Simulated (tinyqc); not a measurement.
# Memristor with linear dopant drift, Biolek window: what changes with what

A film of thickness D has a doped share x: R = Ron x + Roff (1 - x), i = v/R, dx/dt = k i F with k = mv Ron/D^2 and F = 1 - x^(2 p) for i >= 0 and 1 - (x - 1)^(2 p) for i < 0. The drive is v = V0 sin(2 pi f t). The model has no threshold and no heating.

Parameters, values chosen for the exercise:
```
symbol,value,unit,meaning
Ron,200,ohm,resistance of the fully doped film
Roff,16000,ohm,resistance of the undoped film
D,10,nm,film thickness
mv,8.2e-15,m^2/(V s),dopant mobility
x0,0.21,,doped share at t = 0
V0,1.3,V,amplitude
p,2,,window exponent
f,3.5,Hz,frequency
```

Each table varies one quantity; the others keep the values above.

## Effect of the amplitude on the first half period

The equation is integrated to convergence over the first half period; the lobe area is the integral of i dv, down branch less up branch.

Effect of the amplitude on the first half period:
```
V0 (V)  x at half period  R0/R(half period)  peak i (uA)  lobe area (uW)
0.26              0.2411              1.040        20.91         0.07159
0.43              0.2621              1.069        35.04          0.3370
0.61              0.2850              1.103        50.46           1.005
0.78              0.3072              1.138        65.48           2.194
0.95              0.3301              1.176        80.98           4.147
1.13              0.3551              1.221        97.99           7.337
1.3               0.3795              1.268        114.7           11.74
```

What does the table show?

As V0 goes from 0.26 to 1.3 V, x at half period rises from 0.241 to 0.379, the resistance ratio rises from 1.04 to 1.27 and the lobe area rises from 0.0716 to 11.7 uW.

## Effect of the doped share at t = 0 on the first half period

Same model as above.

Result of one run:
```
x0    x at half period  R0/R(half period)  peak i (uA)  lobe area (uW)
0.13            0.2818              1.208        102.0           8.317
```

What becomes of these results when the doped share at t = 0 x0 is changed from 0.13 to 0.06, all else the same?

Result of the changed run:
```
x0    x at half period  R0/R(half period)  peak i (uA)  lobe area (uW)
0.06            0.1989              1.171        93.16           6.349
```

The whole series:
```
x0    x at half period  R0/R(half period)  peak i (uA)  lobe area (uW)
0.02            0.1524              1.154        88.81           5.502
0.06            0.1989              1.171        93.16           6.349
0.1             0.2460              1.190        98.00           7.384
0.13            0.2818              1.208        102.0           8.317
0.17            0.3302              1.235        107.9           9.829
0.21            0.3795              1.268        114.7           11.74
```

As x0 goes from 0.02 to 0.21, x at half period rises from 0.152 to 0.379, the resistance ratio rises from 1.15 to 1.27 and the lobe area rises from 5.50 to 11.7 uW.

tinyqc, about 0.1 s, one thread, Intel Xeon 2.30GHz (shared host): `OMP_NUM_THREADS=1 python tinyqc.py 2880022 2880023 out.jsonl`
